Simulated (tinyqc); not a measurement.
Inside a calculation. Method: one-electron ion in a basis of Gaussians. Computed by tinyqc, a small Python program that keeps every step. Settings: Z = 6, l = 1. Command: `OMP_NUM_THREADS=1 python tinyqc.py 29316 29317 out.jsonl` (the two numbers bound the seeds that draw the settings). One thread of a shared host (Intel(R) Xeon(R) Processor @ 2.60GHz), about 0.01 s of CPU time with the checks.

## Matrices over normalised Gaussians

exponents of r^l exp(-a r^2) (1/bohr^2): 0.484700  1.445000  4.310000  12.850000  38.340000  114.300000

Z = 6

l = 1

With p = a_i + a_j and I(k) = Gamma((k+1)/2) / (2 p^((k+1)/2)): S = I(2l+2), T = (2l+3) a_i a_j S / p, V = -Z I(2l+1), each divided by sqrt(S_ii S_jj).

S, lower triangle:
```
          1         2         3         4         5         6
1  1.000000
2  0.700691  1.000000
3  0.282234  0.700476  1.000000
4  0.085721  0.282214  0.700660  1.000000
5  0.023239  0.085640  0.282123  0.700336  1.000000
6  0.006057  0.023239  0.085689  0.282144  0.700692  1.000000
```

T (hartree), lower triangle:
```
          1         2          3          4           5           6
1  1.211750
2  1.271592  3.612500
3  0.614848  3.790206  10.775000
4  0.200193  1.832885  11.306818  32.125000
5  0.055616  0.596276   5.465369  33.701274   95.850000
6  0.014617  0.165804   1.779501  16.295728  100.583561  285.750000
```

V (hartree), lower triangle:
```
           1          2           3           4           5           6
1  -4.443923
2  -4.393256  -7.672978
3  -2.789363  -7.584567  -13.251611
4  -1.412842  -4.815988  -13.100292  -22.881348
5  -0.653552  -2.438099   -8.315985  -22.615897  -39.523564
6  -0.292901  -1.128439   -4.212130  -14.359655  -39.072954  -68.242223
```

## Generalised eigenproblem

H = T + V (hartree), lower triangle:
```
           1          2          3          4          5           6
1  -3.232173
2  -3.121665  -4.060478
3  -2.174514  -3.794360  -2.476611
4  -1.212649  -2.983104  -1.793474   9.243652
5  -0.597936  -1.841823  -2.850616  11.085377  56.326436
6  -0.278284  -0.962636  -2.432629   1.936073  61.510606  217.507777
```

Solve H C = S C e through S^(-1/2); each column has its largest component positive (the first on a tie).

eigenvalues of S: 0.053167  0.149804  0.393568  0.905794  1.760909  2.736759

eigenvalues (hartree): -4.498558  -1.815766  3.340092  24.795560  100.527596  357.852205

coefficients:
```
          1          2          3          4          5          6
1  0.214299   1.289742  -0.826365   0.329869   0.144924  -0.067443
2  0.621181  -0.782558   1.845355  -0.995169  -0.447145   0.206216
3  0.265750  -0.191425  -1.502556   1.829242   0.977184  -0.452963
4  0.054355  -0.055359   0.048343  -1.743812  -1.731124   0.906835
5  0.009011  -0.004305  -0.056600   0.183498   1.764716  -1.575532
6  0.001685  -0.001849   0.004150  -0.051766  -0.175625   1.578851
```

For Z = 6 and l = 1 the exact lowest level is -Z^2/(2 n^2) with n = l + 1: -4.500000 hartree.
